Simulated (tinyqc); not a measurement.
Classical nucleation, growth and JMAK kinetics of crystallisation from a melt or glass: one step, computed by the program tinyqc.

A spherical nucleus with a sharp interface of isotropic energy gamma; lambda = Omega^(1/3) is the jump distance.

Question. Fraction transformed and grain size. JMAK with steady nucleation and growth, nuclei spread at random: extended fraction X_e = (pi/3) I u^3 t^4, X = 1 - exp(-X_e); t_X = [-3 ln(1 - X)/(pi I u^3)]^(1/4); final grains per volume = Gamma(5/4) (3/pi)^(1/4) (I/u)^(3/4), Gamma(5/4) = 0.9064024771. Grain size = (grains per volume)^(-1/3).

Inputs (values chosen for the exercise, for a model substance): temperature T = 938 K; time t = 0.0023 s.

Nucleation: homogeneous. Driving force: Thompson-Spaepen.

nucleation rate I = 3.891799e+23 1/(m^3 s)

growth velocity u = 1.159295 m/s

Give: extended fraction; fraction X at t; half time t_0.5; grains per volume; grain size.

Answer.

extended fraction = 1.777e+13

fraction X at t = 1

half time t_0.5 = 1.022e-06 s

grains per volume = 3.952e+17 1/m^3

grain size = 1.363 micrometre

t is 2300 half times: the change is complete.
